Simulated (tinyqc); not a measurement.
Resistance of a source-drain extension with a graded tip: one step of the calculation.

y runs along the channel, the gate covers y > 0. The doping is N0 for y < y0 and N0 10^(-(y - y0)/la) beyond, uniform over the depth xj. Sheet conductance s(y) = q mu(N) max(N - Nch, 0) xj + (for y > 0) ma Cox Vo, with mu(N) = u0 + (u1 - u0)/(1 + (N/Nr)^au) and Cox = eps0 eox/tox. Current is taken as one-dimensional; depletion of the tip, spreading and the contact are left out. The metallurgical junction lies at yj, where N = Nch.

Task. Resistance of the overlapped part. Midpoint rule on 11 equal steps from 0 to yj: R_ov = sum h/s(y), per width.

Inputs (values chosen for the exercise); mobility law close to that of electrons in silicon:
```
symbol,value,unit,meaning
eox,9.03,,relative permittivity of the gate insulator (close to aluminium oxide)
tox,2.5,nm,insulator thickness
N0,7e19,cm^-3,active doping of the extension far from the gate
la,6,nm/decade,lateral abruptness
y0,2.5,nm,position under the gate where the fall begins (gate edge at 0)
xj,14,nm,depth of the extension
Nch,8.5e17,cm^-3,channel doping
Vo,0.82,V,gate overdrive
ma,92,cm^2/(V s),mobility of the gate-induced layer
u1,1414,cm^2/(V s),mobility at low doping
u0,68.5,cm^2/(V s),mobility at high doping
Nr,9.2e16,cm^-3,reference doping
au,0.711,,exponent
```

Constants: q = 1.602176634e-19 C, eps0 = 8.8541878128e-14 F/cm where lengths are in cm. Results are converted to the units shown.

Find: y; N; doped conductance; sheet resistance; R_ov.

Result.

```
point,y (nm),N (cm^-3),doped conductance (uS),sheet resistance (ohm/square)
0,0.6361,7.000e19,1247,671.7
1,1.908,7.000e19,1247,671.7
2,3.180,5.391e19,985.9,814.9
3,4.453,3.309e19,641.3,1133
4,5.725,2.031e19,422.8,1506
5,6.997,1.246e19,282.1,1911
6,8.269,7.648e18,189.3,2322
7,9.541,4.694e18,125.8,2724
8,10.81,2.881e18,79.95,3113
9,12.09,1.768e18,44.29,3502
10,13.36,1.085e18,14.07,3916
```

R_ov = 28.35 ohm um

Numbers from tinyqc (`OMP_NUM_THREADS=1 python tinyqc.py 2282052 2282053 out.jsonl`; about 0.03 s on one thread of a shared Intel Xeon 2.30GHz).
